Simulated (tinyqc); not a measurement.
From results back to parameters: image-charge renormalisation of a gap near a dielectric or metal. Three cases, with inputs chosen for the exercise.

Problem. A small molecule or defect in vacuum at height z above the image plane of a substrate has both its electron and hole levels stabilised by (e^2/4 pi eps0)(es - 1)/((es + 1) 4 z), so its gap shrinks by twice that. The reduced gap is given.

Constants: e^2/(4 pi eps0) = 14.39964547 eV angstrom.

Find: reduction; (es - 1)/(es + 1); z.

Method. z = (e^2/4 pi eps0)(es - 1)/((es + 1) 2 x reduction). Local and hybrid functionals miss this shift, since it is a non-local correlation effect.

Case 1.

Values chosen: E0 = 2.76 eV (quasiparticle gap far from the surface); es = 2.3 (dielectric constant of the substrate (1e4: a metal)).

gap near the surface = 2.24431 eV

Solution.

reduction = 0.5157 eV
(es - 1)/(es + 1) = 0.3939
z = 5.50 angstrom

Case 2.

Values chosen: E0 = 5.35 eV (quasiparticle gap far from the surface); es = 2.3 (dielectric constant of the substrate (1e4: a metal)).

gap near the surface = 4.62275 eV

Solution.

reduction = 0.7273 eV
(es - 1)/(es + 1) = 0.3939
z = 3.90 angstrom

Case 3.

Values chosen: E0 = 3.78 eV (quasiparticle gap far from the surface); es = 25 (dielectric constant of the substrate (1e4: a metal)).

gap near the surface = 2.67233 eV

Solution.

reduction = 1.1077 eV
(es - 1)/(es + 1) = 0.9231
z = 6.00 angstrom

Computed by tinyqc, one run a case: `OMP_NUM_THREADS=1 python tinyqc.py N N+1 out.jsonl` with N = 1850001, 1850005, 1850014; one thread of a shared Intel(R) Xeon(R) Processor @ 2.30GHz, about 0.05 s a run at most.
